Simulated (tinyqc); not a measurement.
Charge imbalance from the loss of breakdown voltage.

Question. In a superjunction of pillar doping N and length Lp an imbalance dl lowers BV by q |dl| N Lp^2/(4 eps0 eps_r), as long as the field reaches through the pillar. Find |dl| and the net dose error |dl| N wp.

Inputs (values chosen for the exercise): relative permittivity of the semiconductor eps_r = 9.74; width of each pillar wp = 2 um.

Constants: q = 1.602176634e-19 C, eps0 = 8.8541878128e-14 F/cm where lengths are in cm. Results are converted to the units shown.

BV balanced and BV measured (V): 4000  3637.1611
N = 6.1577679e16 cm^-3
Lp = 21.286041 um

Solution. The loss is linear in |dl|; its sign cannot be told from BV.

|dl| = 2.80 %
dose error = 3.45e11 cm^-2

Computed by the program tinyqc: `OMP_NUM_THREADS=1 python tinyqc.py 2590043 2590044 out.jsonl`, one thread of a shared Intel Xeon 2.30GHz, about 0.01 s for the whole run.
